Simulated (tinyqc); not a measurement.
Worked calculation: parabolic quantum dot in a magnetic field (Fock-Darwin). Values are carried at full precision from step to step, so a last printed digit may differ when a step is redone from the rounded ones.

Two dimensions, V = m w0^2 r^2/2, one valley. hbar wc = 2 muB B/m, W = sqrt(w0^2 + wc^2/4), E(n, l, s) = (2n + |l| + 1) hbar W - l hbar wc/2 + s gs muB B, n = 0, 1, ..., l = 0, +/-1, ..., s = +/-1/2; length lam = sqrt(2c/(m hbar W)), c = hbar^2/2m0.

Constants: muB = 5.788381798e-05 eV/T; hbar^2/2m0 = 3.80998211 eV angstrom^2; e^2/(4 pi eps0) = 14.39964547 eV angstrom.

Parameters, chosen for this exercise (near those of a gate-defined dot in InGaAs; the results hold for these values, not for the real material):
- m = 0.0449 m0 (mass)
- gs = -3.05 (g factor)
- w0 = 7.7 meV (confinement energy hbar w0)
- B = 2.18 T (magnetic field)
- Ec = 1.3 meV (charging energy e^2/C)
- eps = 13.5 (dielectric constant)

## Energy and length scales

Give hbar wc, hbar W, the two mode energies hbar W +/- hbar wc/2, the Zeeman energy |gs| muB B and lam.

hbar wc = 5.6208 meV
hbar W = 8.1968 meV

modes (meV): 11.0072  5.3865

Zeeman energy = 0.3849 meV
lam = 143.9 angstrom

The product of the modes is w0^2 = 59.29 meV^2 at any field. These two lines are all that far-infrared light sees, whatever the number of electrons (Kohn theorem).

## Orbital levels

The eight lowest (n, l) from E = (2n + |l| + 1) W - l wc/2.

Levels:

| (n,l) | E (meV) |
|---|---|
| (0,0) | 8.197 |
| (0,1) | 13.583 |
| (0,2) | 18.970 |
| (0,-1) | 19.204 |
| (0,3) | 24.356 |
| (1,0) | 24.591 |
| (0,4) | 29.743 |
| (1,1) | 29.977 |

## Addition spectrum

Constant interaction: mu(N) = E_N + (N - 1/2) Ec with the spin-resolved levels filled in order; the addition energy is mu(N + 1) - mu(N).

Filling:

| N | state added | E_N (meV) | mu(N) (meV) | addition energy (meV) |
|---|---|---|---|---|
| 1 | (0,0)+ | 8.004 | 8.654 | 1.685 |
| 2 | (0,0)- | 8.389 | 10.339 | 6.302 |
| 3 | (0,1)+ | 13.391 | 16.641 | 1.685 |
| 4 | (0,1)- | 13.776 | 18.326 | 6.302 |
| 5 | (0,2)+ | 18.777 | 24.627 | 1.534 |
| 6 | (0,-1)+ | 19.012 | 26.162 | 1.451 |
| 7 | (0,2)- | 19.162 | 27.612 | 1.534 |
| 8 | (0,-1)- | 19.397 | 29.147 | 6.067 |
| 9 | (0,3)+ | 24.164 | 35.214 | 1.534 |
| 10 | (1,0)+ | 24.398 | 36.748 | 1.451 |

The largest addition energy falls at N = 2 and 4; at zero field it peaks at the closed shells 2, 6 and 12. Exchange, which the model lacks, would favour parallel spins near level crossings. Ec is an independent input that includes screening by the gates.

## Singlet and triplet of two electrons

Two electrons, first order in the Coulomb energy: the singlet (0,0)^2 has 2W + J0 and the lowest triplet (0,0)(0,1) has 3W - wc/2 + J0/2 - Ez, with J0 = sqrt(pi/2) q/(eps lam), q = e^2/(4 pi eps0), Ez = |gs| muB B.

Give J0, the triplet less the singlet, and J0/W.

J0 = 9.291 meV
E(T) - E(S) = 0.356 meV
J0/W = 1.13

The singlet is lower at this order. J0 exceeds W, so first order overstates the interaction and the result is only a guide.

## The same without perturbation theory

Exact treatment: the centre of mass separates with energy W, and the relative motion obeys [-(2c/m) Laplacian + (2c/m) r^2/(2 lam^2)^2 + q/(eps r)] psi = e_l psi for angular number l, solved in 14 Gaussians r^l exp(-a r^2), a = 1.7^i/(4 lam^2), i = -3 to 10. E(S) = W + e_0, E(T) = W + e_1 - wc/2 - Ez.

Solve for e_0 and e_1.

e_0, e_1 (meV): 15.74  20.84

first-order values W + J0 and 2W + J0/2 (meV): 17.49  21.04

E(T) - E(S), exact = 1.90 meV

First order overshoots e_0 by 1.74 meV and e_1 by only 0.20 meV, since the singlet gains more by keeping the electrons apart; it therefore favours the triplet by 1.54 meV too much. Of these two the singlet is lower, as first order says.

## Checks

- e_0 at W = 2 Ry m/eps^2, where it is exactly 2W, as a ratio e_0/W: both 2.000.
- Level (0,1) from the radial equation by finite differences against the formula, meV: both 13.58.

tinyqc: `OMP_NUM_THREADS=1 python tinyqc.py 1250259 1250260 out.jsonl`; about 0.04 s, one thread, shared Intel(R) Xeon(R) Processor @ 2.30GHz.
